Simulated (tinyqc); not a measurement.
Inside a calculation. Model: correction of a charged-defect supercell by a model charge and potential alignment (plane-averaged potentials). Computed by tinyqc, a small Python program that keeps every step. Command: `OMP_NUM_THREADS=1 python tinyqc.py 3114117 3114118 out.jsonl align walk`. One thread of a shared host (Intel(R) Xeon(R) Processor @ 2.30GHz), about 0.01 s of CPU time with the checks. Intermediate numbers are printed to about 7 digits and carried at full precision; extremes and crossings named in words are read from the listed rows.

The "true" defect charge is (1 - x) q in a Gaussian of width sigma plus x q in one of width sigma_t, so the exact answer is known; the correction sees only a single model Gaussian of width sigma_m. A Gaussian of width s has the transform rho(G) = exp(-G^2 s^2/2), normalised to 1. A uniform background cancels q, so G = 0 is left out. Potentials are those felt by a unit positive charge. E_0 is the formation energy of the isolated defect, E_cell its value in the supercell, E_lat = E_iso - E_per of the model charge, C the true less the model potential far from the defect; the exact correction is E_0 - E_cell, and the error of a scheme is E_cell plus its correction less E_0.

Inputs (values chosen for the exercise, with screening close to that of diamond): defect charge q = -1 e; dielectric constant eps = 5.62; edge of the cubic cell L = 19.8 angstrom; width sigma of the true defect charge = 2 angstrom; width sigma_m of the model charge = 1.7 angstrom; share x of the charge in a wide tail = 0.17; width sigma_t of the tail = 3.3 angstrom; formation energy of the isolated defect E_0 = 2.65 eV.

Constants: e^2/(4 pi eps_0) = 14.39964548 eV angstrom.

## The supercell energy and its true error

Periodic energy E_per = (2 pi q^2/(eps L^3)) (e^2/(4 pi eps_0)) sum_(G != 0) rho(G)^2/G^2, G = (2 pi/L)(n1, n2, n3), |n_i| <= 16. Isolated energy: two Gaussians of charges q_a, q_b and widths a, b interact by q_a q_b (e^2/(4 pi eps_0 eps)) sqrt(2/pi)/sqrt(a^2 + b^2), and the self-energy is half the sum over pairs. Supercell value E_cell = E_0 + E_per - E_iso for the true charge.

E_iso, true charge = 0.3300481 eV

E_per, true charge = 0.1571930 eV

E_cell = 2.477145 eV

exact correction = 0.1728551 eV

## Lattice energy of the model charge

E_lat = E_iso - E_per for the model charge; point-charge value alpha q^2 e^2/(4 pi eps_0 eps 2 L) with alpha = 2.837297.

E_iso, model = 0.4251690 eV

E_per, model = 0.2475829 eV

E_lat = 0.1775862 eV

point-charge value = 0.1835799 eV

## Plane-averaged potentials

Plane-averaged potential at distance z from the defect: V(z) = (4 pi q/(eps L^3)) (e^2/(4 pi eps_0 e)) sum_(m != 0) rho(G_m) cos(G_m z)/G_m^2, G_m = 2 pi m/L, |m| <= 40.

Potentials (V):
```
z/L   z (angstrom)         true        model   difference
0.00          0.00  -0.07346721  -0.08580626   0.01233904
0.05          0.99  -0.06814833  -0.07865220   0.01050386
0.10          1.98  -0.05371262  -0.05991231   0.00619969
0.15          2.97  -0.03380905  -0.03556447   0.00175542
0.20          3.96  -0.01233957  -0.01094537  -0.00139420
0.25          4.95   0.00785947   0.01101793  -0.00315846
0.30          5.94   0.02522393   0.02924784  -0.00402391
0.35          6.93   0.03904465   0.04346898  -0.00442434
0.40          7.92   0.04902869   0.05363175  -0.00460306
0.45          8.91   0.05505327   0.05972976  -0.00467649
0.50          9.90   0.05706636   0.06176244  -0.00469608
```

The difference moves by 0.09 mV between z/L = 0.4 and 0.5: a plateau.

## Alignment and corrected energy

C = difference at z = L/2; E_corr = E_cell + E_lat - q C. For charges that have died out at L/2, C = (2 pi q/(eps L^3)) (e^2/(4 pi eps_0 e)) (<s^2> - sigma_m^2), <s^2> = (1 - x) sigma^2 + x sigma_t^2.

alignment C = -0.004696085 V

C, closed form = -0.004731318 V

E_corr = 2.650035 eV

error with alignment (rounded to 1e-4 meV) = 0.035 meV

error without alignment = 4.731039 meV

error with the point-charge term alone = 10.72474 meV

error without correction = -172.8551 meV

Errors are measured against E_0. Alignment cuts the error of the model charge from 4.7 to 0.035 meV.

## Errors against cell size

Schemes: none; point-charge term alpha q^2 e^2/(4 pi eps_0 eps 2 L), alpha = 2.837297; E_lat of the model; E_lat - q C with C at z = L/2.

Error against E_0 (meV):
```
L (angstrom)       none  point charge  model charge  model and alignment
13.9          -230.5997      30.90263      13.57866             1.125800
16.8          -198.8103      17.55170       7.73956             0.217747
19.8          -172.8551      10.72474       4.73104             0.034954
23.8          -146.5508       6.17536       2.72425             0.002430
29.7          -119.2088       3.17777       1.40187             0.000028
```

Between the last two rows the uncorrected error scales as L^-0.93 and the point-charge remainder as L^-3.00. With alignment the error is +1.1 meV in the smallest cell and 0.00 meV in the largest.

Checks made by the program: E_lat against the point-charge value less 2 pi q^2 sigma_m^2 e^2/(4 pi eps_0 eps L^3) (relative difference 2e-07).
